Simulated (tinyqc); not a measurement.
Hydrogen passivation of interface dangling bonds: competing passivation and dissociation with distributed barriers: one step, computed by the program tinyqc.

P_b + H2 gives P_bH + H at the rate k_f [H2]; P_bH gives P_b + H at the rate k_d. All defects start unpassivated. E_f and E_d are Gaussian and independent.

Question. Single barriers. [H2] = solubility factor x p; a = k_f0 [H2] exp(-E_f/(k_B T)), d = k_d0 exp(-E_d/(k_B T)). For one pair of barriers the active share is y = [d + a exp(-(a + d) t)]/(a + d). Temperatures in kelvin are T(C) + 273.15.

Inputs (values chosen for the exercise, close to those used for P_b centres at the silicon-oxide interface):

| quantity | value | unit |
|---|---|---|
| passivation prefactor k_f0 | 5.6e-07 | cm^3/s |
| mean passivation barrier E_f | 1.51 | eV |
| spread sigma_f | 0.044 | eV |
| dissociation prefactor k_d0 | 3.2e+12 | 1/s |
| mean dissociation barrier E_d | 2.7 | eV |
| spread sigma_d | 0.058 | eV |
| H2 in the oxide per atm, solubility factor | 1.6e+18 | 1/(cm^3 atm) |
| hydrogen pressure p | 1 | atm |
| anneal temperature T | 475 | C |
| anneal time t | 580 | s |

Constants: k_B = 8.617333262e-05 eV/K.

Give: passivation rate a; dissociation rate d; a t; steady active share d/(a + d); active share, single barriers.

Answer.

passivation rate a = 60.32 1/s

dissociation rate d = 2.075e-06 1/s

a t = 34986

steady active share d/(a + d) = 3.440e-08

active share, single barriers = 3.440e-08

Passivation has run its course, and the balance with dissociation sets the remainder. Caution: single-barrier shares below about 1e-3 are formal; measured passivation levels off well above them.
